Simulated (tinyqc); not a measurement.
Hole mobility in a silicon inversion layer, empirical terms and Matthiessen rule: one step of the calculation.

Inversion layer of sheet density Ns on a uniformly doped body. The mobility terms are empirical power laws with prefactors chosen for the exercise; adding their inverses (Matthiessen) is itself an approximation.

Problem. Inversion density for the measured current. I = (W/L) q Ns mu Vd. E = q (Ndep + eta Ns)/(eps0 eps_r) in MV/cm. With t = T/(300 K): muC = Ac (Ns/1e12 cm^-2) t/(Nb/1e17 cm^-3 + Nit/1e11 cm^-2), muP = Ap E^(-1/3) t^(-1.75), muS = As E^(-gs); 1/mu is the sum of the inverses. Ns(new) = I/((W/L) q mu Vd).

Values chosen for this exercise; material values close to those of silicon:
```
symbol   value        unit                                                meaning
T          300           K                                            temperature
eps_r     11.5                         relative permittivity of the semiconductor
Nb      2.3e17       cm^-3                                            body doping
eta     0.3333              weight of the inversion charge in the effective field
Ap         125  cm^2/(V s)           phonon-limited mobility at 1 MV/cm and 300 K
As         270  cm^2/(V s)                  roughness-limited mobility at 1 MV/cm
gs         1.3                                     exponent of the roughness term
Ac        2000  cm^2/(V s)                                      Coulomb prefactor
Nit     1.7e10       cm^-2                                charge at the interface
WL          10                                                          ratio W/L
Vd        0.05           V                                          drain voltage
I           12          uA                                measured linear current
```

Constants: q = 1.602176634e-19 C, eps0 = 8.8541878128e-14 F/cm where lengths are in cm. Results are converted to the units shown.

Ns after iteration 1 = 1.2266631e12 cm^-2
Ndep = 1.5974170e12 cm^-2

Wanted: E; mu; Ns after iteration 2.

Solution.

E = 0.3157 MV/cm
mu = 137.3 cm^2/(V s)
Ns after iteration 2 = 1.091e12 cm^-2

Computed by the program tinyqc: `OMP_NUM_THREADS=1 python tinyqc.py 2510109 2510110 out.jsonl`, one thread of a shared Intel Xeon 2.30GHz, about 0.01 s for the whole run.
